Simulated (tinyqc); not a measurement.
Free and trapped electrons in a MOS channel with a dense trap tail: free and trapped charge against gate voltage.

p-type body, charge-sheet picture, full ionisation (an idealisation for deep acceptors), Boltzmann statistics for free electrons. e = Ec - EF at the surface. Acceptor-like traps of density D(E) = D0 + De exp(-E/Ew) at depth E below Ec, from 0 to Eu, hold n_t = integral of D(E)/(1 + exp((e - E)/Vt)). psi = Eg - Vt ln(Nv/Na) - e; N_dep = sqrt(2 eps0 eps_r Na (psi - Vt)/q); n_f = sqrt(N_dep^2 + 2 eps0 eps_r Vt Nc exp(-e/Vt)/q) - N_dep; Vg = Vfb + psi + q (N_dep + n_t + n_f)/Cox, Cox = eps0 eox/tox.

Free share n_f/(n_f + n_t); swing ln 10 n_f/(dn_f/dVg); field-effect mobility mf q (dn_f/dVg)/Cox, for a constant mf; oxide field q (N_dep + n_t + n_f)/(eps0 eox).

Inputs (values chosen for the exercise); band and dielectric values close to those of 4H silicon carbide: temperature T = 300 K; band gap Eg = 3.25 eV; relative permittivity eps_r = 9.88; conduction-band density of states at T Nc = 1.67e19 cm^-3; valence-band density of states at T Nv = 2.45e19 cm^-3; relative permittivity of the insulator eox = 3.9; insulator thickness tox = 54 nm; acceptor density Na = 1.4e16 cm^-3; flat-band voltage without trapped charge Vfb = -2.24 V; constant background density of acceptor-like traps D0 = 2.5e10 cm^-2 eV^-1; density of the tail at the conduction edge De = 4.8e13 cm^-2 eV^-1; decay energy of the tail Ew = 0.1 eV; depth below Ec down to which the traps reach Eu = 0.79 eV; mobility of free electrons mf = 91 cm^2/(V s).

Constants: q = 1.602176634e-19 C, kB = 1.380649e-23 J/K, Vt = kB T/q, eps0 = 8.8541878128e-14 F/cm where lengths are in cm. Results are converted to the units shown.

Results:
```
Vg (V)	e (eV)	n_f (cm^-2)	n_t (cm^-2)	free share (%)	swing (mV/decade)	field-effect mobility (cm^2/(V s))	oxide field (MV/cm)
2.3	0.3930	9.289e5	1.137e11	8.170e-4	239.8	0.002034	0.3474
5.5	0.1464	1.222e10	1.251e12	0.9674	1997	3.214	0.8943
7.1	0.1072	5.367e10	1.828e12	2.852	3097	9.098	1.183
8.7	0.07971	1.451e11	2.361e12	5.789	4434	17.18	1.475
10.3	0.05867	2.963e11	2.838e12	9.455	5994	25.96	1.767
11.9	0.04145	5.096e11	3.254e12	13.54	7679	34.84	2.060
13.5	0.02664	7.856e11	3.609e12	17.88	9404	43.86	2.354
15.1	0.01352	1.125e12	3.902e12	22.39	1.116e4	52.92	2.648
```

Estimate the missing row, Vg = 3.9 V.

Computed row:
```
Vg (V)	e (eV)	n_f (cm^-2)	n_t (cm^-2)	free share (%)	swing (mV/decade)	field-effect mobility (cm^2/(V s))	oxide field (MV/cm)
3.9	0.2119	9.888e8	6.576e11	0.1501	1052	0.4936	0.6102
```

With this row back in the table: n_f reaches 1e11 cm^-2 at Vg = 8.03 V, against 2.66 V without traps. The free share rises from 8.17e-4 to 22.4 % and the field-effect mobility rises from 0.00203 to 52.9 cm^2/(V s), although mf = 91 is constant: in the last row 58.2 % of Cox dVg goes into free electrons. The swing in the first row is 240 mV a decade (Vt ln 10 = 59.5). For Vg = 11.9, 13.5, 15.1 EF lies less than 2 Vt below the band edge, or above it, where degeneracy and confinement, left out, matter.

Computed by the program tinyqc: `OMP_NUM_THREADS=1 python tinyqc.py 2222211 2222212 out.jsonl`, one thread of a shared Intel Xeon 2.30GHz, about 0.02 s for the whole run.
